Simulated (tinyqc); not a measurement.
From results back to parameters: recursion (Haydock) method for the local density of states: surface site of a cubic lattice. Three cases, with inputs chosen for the exercise.

Problem. A local density has moments mu1 = a0, mu2 = a0^2 + b1^2 and, for a1 = a2 = 0, mu4 = a0^4 + 3 a0^2 b1^2 + b1^4 + b1^2 b2^2; b1^2 = (number of neighbours) t^2. The moments come from a hidden site.

Find: a0, b1, b2; neighbours.

Method. Take the moments in turn: mu1 gives a0, mu2 gives b1, mu4 gives b2.

Case 1.

Values chosen: t = 1.48 eV (hopping).

mu1, mu2, mu4 (eV^n): 0.00000  10.95200  297.46683

Solution.

a0, b1, b2 (eV): 0.000  3.309  4.026

neighbours = 5

Case 2.

Values chosen: t = 0.77 eV (hopping).

mu1, mu2, mu4 (eV^n): 0.00000  2.96450  21.79489

Solution.

a0, b1, b2 (eV): 0.000  1.722  2.095

neighbours = 5

Case 3.

Values chosen: t = 0.76 eV (hopping).

mu1, mu2, mu4 (eV^n): 0.00000  2.88800  20.68455

Solution.

a0, b1, b2 (eV): 0.000  1.699  2.067

neighbours = 5

Computed by tinyqc, one run a case: `OMP_NUM_THREADS=1 python tinyqc.py N N+1 out.jsonl` with N = 1480197, 1481559, 1481715; one thread of a shared Intel(R) Xeon(R) Processor @ 2.30GHz, about 0.2 s a run at most.
